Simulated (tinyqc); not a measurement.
Metal gate on a two-layer dielectric stack with fixed charge and a dipole: two steps of the calculation.

Gate, layer 2, layer 1, p-type semiconductor; x runs from the gate inwards. Charges are counted in units of +q. psi is the band bending at the surface, positive towards inversion. Classical charge, Boltzmann statistics, no interface traps.

Inputs (values chosen for the exercise); band and dielectric values close to those of In0.53Ga0.47As, layer 1 close to aluminium oxide, layer 2 close to hafnium oxide: temperature T = 300 K; band gap Eg = 0.738 eV; valence-band density of states at T Nv = 7.73e18 cm^-3; electron affinity chi = 4.46 eV; acceptor density Na = 1.6e18 cm^-3; work function of the gate metal pM = 4.37 eV; thickness of layer 1, next to the semiconductor t1 = 0.8 nm; relative permittivity of layer 1 e1 = 9.25; thickness of layer 2, next to the gate t2 = 3.2 nm; relative permittivity of layer 2 e2 = 22; fixed charge at the semiconductor interface Q1 = 1.4e12 cm^-2; fixed charge between the layers Q2 = 4e11 cm^-2; uniform charge density in layer 1 r1 = 1.7e18 cm^-3; uniform charge density in layer 2 r2 = -7.3e18 cm^-3; flat-band shift by a dipole layer between the layers Vd = 0.29 V.

Constants: q = 1.602176634e-19 C, kB = 1.380649e-23 J/K, Vt = kB T/q, eps0 = 8.8541878128e-14 F/cm where lengths are in cm. Results are converted to the units shown.

Problem 1. Equivalent thickness and work-function difference. EOT = 3.9 (t1/e1 + t2/e2), Cox = eps0/(t1/e1 + t2/e2); phi_ms = pM - (chi + Eg - Vt ln(Nv/Na)).

Find: EOT; Cox; share of layer 1 in the EOT; phi_ms.

Solution 1.

EOT = 0.9046 nm
Cox = 3.817 uF/cm^2
share of layer 1 in the EOT = 37.29 %
phi_ms = -0.7873 V

Problem 2. Flat-band voltage, term by term. Vfb = phi_ms + Vd - (q/eps0) [Q1 (t1/e1 + t2/e2) + Q2 t2/e2 + r1 (t1^2/(2 e1) + t1 t2/e2) + r2 t2^2/(2 e2)]: each charge counts with its electrical distance from the gate.

Find: terms; Vfb.

Solution 2.

terms (V): phi_ms -0.78728, dipole 0.29000, Q1 -0.05876, Q2 -0.01053, r1 -0.00464, r2 0.03074
Vfb = -0.54047 V

Apart from phi_ms the largest term is that of dipole, 290 mV; all charges and the dipole together move Vfb by 247 mV.

Program tinyqc, `OMP_NUM_THREADS=1 python tinyqc.py 2010154 2010155 out.jsonl`; Intel Xeon 2.30GHz, shared host, one thread, about 0.01 s.
